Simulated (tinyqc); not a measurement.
One electron in a tunnel-coupled double dot: charge qubit, sensing and quantum capacitance: line shape against detuning.

Basis (left, right), H = [[ep/2, tc], [tc, -ep/2]], splitting Om = sqrt(ep^2 + 4 tc^2), ep = al times the gate voltage. In equilibrium the electron is on the right with the chance P_R = [1 + (ep/Om) tanh(Om/2 kB T)]/2.

q^2 al^2 dP_R/d(ep) splits into Cq = q^2 al^2 (2 tc^2/Om^3) tanh(Om/2 kB T) and Ct = q^2 al^2 (ep/Om)^2/(4 kB T cosh^2(Om/2 kB T)); Ct appears only if relaxation is faster than the drive. A resonator of frequency f0, capacitance Cp and quality factor Q shifts by df = -f0 Cq/(2 Cp) and its phase by -2 Q Cq/Cp. A Ct of 0 means below 1e-6 aF.

Inputs (values chosen for the exercise): tunnel coupling tc = 45 ueV; electron temperature T = 0.19 K; lever arm of the gate on the detuning al = 0.55 eV/V.

Constants: q = 1.602176634e-19 C, kB = 1.380649e-23 J/K, Vt = kB T/q. Results are converted to the units shown.

Results:
```
ep (ueV)  Om (ueV)     P_R  Cq (aF)   Ct (aF)
0            90.00  0.5000    267.1         0
31.5         95.35  0.6642    225.1    0.9494
63           109.9  0.7860    147.7     1.184
94.5         130.5  0.8618    88.26    0.5359
126          154.8  0.9068    52.86    0.1531
157.5        181.4  0.9341    32.88   0.03443
220.5        238.2  0.9629    14.53  0.001222
252          267.6  0.9709    10.24  2.096e-4
283.5        297.4  0.9766    7.459  3.467e-5
315          327.6  0.9808    5.583  5.591e-6
```

Estimate the missing row, ep = 189 ueV.

Computed row:
```
ep (ueV)  Om (ueV)     P_R  Cq (aF)   Ct (aF)
189          209.3  0.9514    21.40  0.006760
```

With this row back in the table: Cq falls from 267 to 5.58 aF, and Ct goes from 0 through a maximum of 1.18 (at ep = 63 ueV among the rows listed) to 5.59e-6 aF. Among the rows listed Ct reaches at most 0.443 % of the peak of Cq, with tc/kB T = 2.7: the line is set by the coupling, and its half width is near 1.53 tc.

Computed by the program tinyqc: `OMP_NUM_THREADS=1 python tinyqc.py 2470002 2470003 out.jsonl`, one thread of a shared Intel Xeon 2.30GHz, about 0.01 s for the whole run.
